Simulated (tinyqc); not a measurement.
Inside a calculation. Method: empirical pseudopotential in a few plane waves. One step of it, computed by the program tinyqc.

Task: Bloch Hamiltonian at G. Basis: the 15 shortest G (labels in 2 pi/a), the same at every k. H(G,G') = c |k + G|^2 delta + VS(|G-G'|^2) cos((G-G').tau) + i VA sin((G-G').tau), tau = a/8 (1,1,1); 1 Ry = 13.605693 eV.

Parameters chosen for this model: fcc lattice, atoms at +/- a/8 (1,1,1); form factors in rydberg at |G|^2 in units of (2 pi/a)^2:
```
parameter                 value      unit
a                      5.410000  angstrom
VS(3)                 -0.194000        Ry
VS(8)                  0.023000        Ry
VS(11)                 0.073000        Ry
VA(3)                         0        Ry
VA(4)                         0        Ry
VA(11)                        0        Ry
hbar^2/2m (2 pi/a)^2   5.139113        eV
```

k point G (2 pi / a): 0  0  0

Give: H(k) at G.

Result:

H(k) at G (eV):
```
         +0+0+0   -1-1-1   -1-1+1   -1+1-1   -1+1+1   +1-1-1   +1-1+1   +1+1-1
+0+0+0   0.0000   1.8664  -1.8664  -1.8664  -1.8664  -1.8664  -1.8664  -1.8664
-1-1-1   1.8664  15.4173   0.0000   0.0000  -0.3129   0.0000  -0.3129  -0.3129
-1-1+1  -1.8664   0.0000  15.4173   0.3129   0.0000   0.3129   0.0000   0.0000
-1+1-1  -1.8664   0.0000   0.3129  15.4173   0.0000   0.3129   0.0000   0.0000
-1+1+1  -1.8664  -0.3129   0.0000   0.0000  15.4173   0.0000   0.3129   0.3129
+1-1-1  -1.8664   0.0000   0.3129   0.3129   0.0000  15.4173   0.0000   0.0000
+1-1+1  -1.8664  -0.3129   0.0000   0.0000   0.3129   0.0000  15.4173   0.3129
+1+1-1  -1.8664  -0.3129   0.0000   0.0000   0.3129   0.0000   0.3129  15.4173
+1+1+1   1.8664   0.0000  -0.3129  -0.3129   0.0000  -0.3129   0.0000   0.0000
-2+0+0   0.0000  -1.8664  -1.8664  -1.8664   1.8664   0.7023  -0.7023  -0.7023
+0-2+0   0.0000  -1.8664  -1.8664   0.7023  -0.7023  -1.8664   1.8664  -0.7023
+0+0-2   0.0000  -1.8664   0.7023  -1.8664  -0.7023  -1.8664  -0.7023   1.8664
+0+0+2   0.0000  -0.7023   1.8664  -0.7023  -1.8664  -0.7023  -1.8664   0.7023
+0+2+0   0.0000  -0.7023  -0.7023   1.8664  -1.8664  -0.7023   0.7023  -1.8664
+2+0+0   0.0000  -0.7023  -0.7023  -0.7023   0.7023   1.8664  -1.8664  -1.8664

         +1+1+1   -2+0+0   +0-2+0   +0+0-2   +0+0+2   +0+2+0   +2+0+0
+0+0+0   1.8664   0.0000   0.0000   0.0000   0.0000   0.0000   0.0000
-1-1-1   0.0000  -1.8664  -1.8664  -1.8664  -0.7023  -0.7023  -0.7023
-1-1+1  -0.3129  -1.8664  -1.8664   0.7023   1.8664  -0.7023  -0.7023
-1+1-1  -0.3129  -1.8664   0.7023  -1.8664  -0.7023   1.8664  -0.7023
-1+1+1   0.0000   1.8664  -0.7023  -0.7023  -1.8664  -1.8664   0.7023
+1-1-1  -0.3129   0.7023  -1.8664  -1.8664  -0.7023  -0.7023   1.8664
+1-1+1   0.0000  -0.7023   1.8664  -0.7023  -1.8664   0.7023  -1.8664
+1+1-1   0.0000  -0.7023  -0.7023   1.8664   0.7023  -1.8664  -1.8664
+1+1+1  15.4173  -0.7023  -0.7023  -0.7023  -1.8664  -1.8664  -1.8664
-2+0+0  -0.7023  20.5565   0.3129   0.3129  -0.3129  -0.3129   0.0000
+0-2+0  -0.7023   0.3129  20.5565   0.3129  -0.3129   0.0000  -0.3129
+0+0-2  -0.7023   0.3129   0.3129  20.5565   0.0000  -0.3129  -0.3129
+0+0+2  -1.8664  -0.3129  -0.3129   0.0000  20.5565   0.3129   0.3129
+0+2+0  -1.8664  -0.3129   0.0000  -0.3129   0.3129  20.5565   0.3129
+2+0+0  -1.8664   0.0000  -0.3129  -0.3129   0.3129   0.3129  20.5565
```
